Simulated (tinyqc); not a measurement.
Vacuum evaporation: vapour pressure, source flux, thickness distribution, purity and step coverage: one step, computed by the program tinyqc. Command: `OMP_NUM_THREADS=1 python tinyqc.py 3111554 3111555 out.jsonl evap walk`. One thread of a shared host (Intel(R) Xeon(R) Processor @ 2.30GHz), about 0.01 s of CPU time with the checks.

Molecular flow, unit sticking of the metal, no re-evaporation. The background gas is taken as water vapour (18.015 g/mol, collision diameter 0.37 nm) at 300 K.

Problem. Vapour pressure and flux. log10(p_v/Pa) = A - B/T; flux from the surface Phi = p_v/sqrt(2 pi m k_B T), m = M u. Mass loss = Phi x area x m; heat of evaporation = ln(10) R B; d ln Phi/dT = ln(10) B/T^2 - 1/(2 T).

Inputs (values chosen for the exercise, modelled on indium, with constants for the liquid):
```
quantity,value,unit
molar mass M,114.8,g/mol
vapour-pressure constant A,10.37,-
vapour-pressure constant B,12260,K
source temperature T,1090,K
source area,0.1,cm^2
```

Constants: u = 1.6605390666e-27 kg; k_B = 1.380649e-23 J/K; R = 8.314462618 J/(mol K).

Give: vapour pressure p_v; flux Phi; mass loss; heat of evaporation; change of flux per kelvin.

Solution.

vapour pressure p_v = 0.1325 Pa

flux Phi = 9.871e+16 1/(cm^2 s)

mass loss = 0.006774 g/h

heat of evaporation = 234.7 kJ/mol

change of flux per kelvin = 2.330 %/K

Holding the rate to 1 % needs the temperature to about 0.43 K.
